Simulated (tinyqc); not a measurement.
## Schottky diode by thermionic emission with image-force lowering and series resistance: a Richardson plot

Metal on an n-type semiconductor with one parabolic valley; V > 0 is forward bias (metal positive). I = I0 [exp(Vj/(n Vt)) - 1] with Vj = V - I Rs; I0 = S A* T^2 exp(-(phi - dphi)/Vt), the lowering dphi taken at zero bias.

A* = 4 pi q me m0 kB^2/h^3 (times 1e-4 for A/(cm^2 K^2)); Nc = 2 (2 pi me m0 kB T/h^2)^1.5 (times 1e-6 for cm^-3); xi = Vt ln(Nc/Nd), Vbi = phi - xi; surface field Em = sqrt(2 q Nd (Vbi - V - Vt)/(eps0 eps_r)); dphi = sqrt(q Em/(4 pi eps0 eps_r)). Here V = 0 in Em; phi is held fixed.

Values chosen for this exercise; band and dielectric values close to those of gallium nitride: electron mass me = 0.197 m0; relative permittivity eps_r = 9.43; barrier height seen from the metal phi = 0.51 eV; donor density Nd = 3.7e16 cm^-3; area S = 0.0033 cm^2.

Constants: q = 1.602176634e-19 C, kB = 1.380649e-23 J/K, h = 6.62607015e-34 J s, m0 = 9.1093837015e-31 kg, Vt = kB T/q, eps0 = 8.8541878128e-14 F/cm where lengths are in cm. Results are converted to the units shown.

Results:

| T (K) | dphi (meV) | I0 (A) | ln(I0/(S T^2)) | 1/Vt (1/V) |
|---|---|---|---|---|
| 200 | 34.601 | 3.2757e-9 | -24.420 | 58.023 |
| 240 | 34.171 | 4.5841e-7 | -19.843 | 48.352 |
| 280 | 33.707 | 1.6376e-5 | -16.575 | 41.445 |
| 320 | 33.205 | 2.4769e-4 | -14.126 | 36.264 |
| 360 | 32.665 | 0.0021037 | -12.222 | 32.235 |
| 450 | 31.285 | 0.068840 | -9.1806 | 25.788 |

Estimate the missing row, T = 400 K.

Computed row:

| T (K) | dphi (meV) | I0 (A) | ln(I0/(S T^2)) | 1/Vt (1/V) |
|---|---|---|---|---|
| 400 | 32.081 | 0.011896 | -10.701 | 29.011 |

With this row back in the table: I0 grows by 7.32 decades. The line through the end rows has the slope -0.4727 eV and the intercept ln(20.3 A/(cm^2 K^2)), against phi = 0.51 eV and A* = 23.7. The difference comes from the lowering: dphi falls from 34.6 to 31.3 meV.

Numbers from tinyqc (`OMP_NUM_THREADS=1 python tinyqc.py 2640141 2640142 out.jsonl`; about 0.01 s on one thread of a shared Intel Xeon 2.30GHz).
